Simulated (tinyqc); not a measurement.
Layer against dose: implant damage, amorphisation by cascade overlap, and solid-phase epitaxial regrowth. Computed by tinyqc, a small Python program. Command: `OMP_NUM_THREADS=1 python tinyqc.py 3111407 3111408 out.jsonl sper walk`. One thread of a shared host (Intel(R) Xeon(R) Processor @ 2.30GHz), about 0.01 s of CPU time with the checks.

Range and width of the damage are inputs. Dynamic annealing enters only through the surviving share f.

Inputs (values chosen for the exercise, modelled on germanium ions in silicon):
```
quantity                           value    unit
atomic density N                    49.9  1/nm^3
ion Z1                                32       -
ion mass M1                         72.6       u
target Z2                             14       -
target mass M2                     28.09       u
ion energy E                          47     keV
displacement energy E_d               13      eV
depth of the damage peak R_d          32      nm
width of the damage profile s_d       21      nm
share of defects that survive f     0.88       -
critical displaced share x_c       0.088       -
dose Q                           2.7e+14  1/cm^2
```

Constants: a_0 = 0.529177210903 angstrom; e^2/(4 pi eps_0) = 14.39964548 eV angstrom.

Method. Robinson partition: eps = E a M2/(Z1 Z2 (e^2/(4 pi eps_0)) (M1 + M2)), a = 0.8853 a_0/sqrt(Z1^(2/3) + Z2^(2/3)); k = 0.0793 Z1^(2/3) Z2^(1/2) (M1 + M2)^(3/2)/((Z1^(2/3) + Z2^(2/3))^(3/4) M1^(3/2) M2^(1/2)); damage energy T_d = E/(1 + k (eps + 0.40244 eps^(3/4) + 3.4008 eps^(1/6))); displacements nu = 0.8 T_d/(2 E_d). Displaced share x(z) = f nu Q exp(-(z - R_d)^2/(2 s_d^2))/(sqrt(2 pi) s_d N); the layer is amorphous where x > x_c, between R_d -/+ s_d sqrt(2 ln(x_max/x_c)), the upper edge being cut at the surface. Threshold dose Q_c = Q x_c/x_max.

threshold dose Q_c = 2.45903e+13 1/cm^2

displacements per ion nu = 1068.19

Dose series; the last column is f nu Q erfc((z2 - R_d)/(sqrt2 s_d))/2:
```
Q (1/cm^2)   x_max  upper edge (nm)  lower edge (nm)  displaced atoms beyond z2 (1/cm^2)
2.70e+13    0.0966           22.920           41.080                          8.4446e+15
3.69e+13    0.1321           13.080           50.920                          6.3755e+15
6.15e+13    0.2201            3.566           60.434                          5.0795e+15
9.84e+13    0.3521            0.000           66.972                          4.4326e+15
1.72e+14    0.6155            0.000           73.420                          3.9261e+15
2.95e+14    1.0557            0.000           78.813                          3.5774e+15
6.15e+14    2.2009            0.000           85.286                          3.2278e+15
1.23e+15    4.4017            0.000           90.743                          2.9791e+15
```

What does the comparison show, and why?

A dose 46 times larger moves the lower edge from 41.1 to 90.7 nm, as the root of a logarithm, and the damage beyond it falls by a factor 2.8, since the edge lies on an ever steeper tail. The layer reaches the surface at Q_c exp(R_d^2/(2 s_d^2)) = 7.85e13 per cm^2.
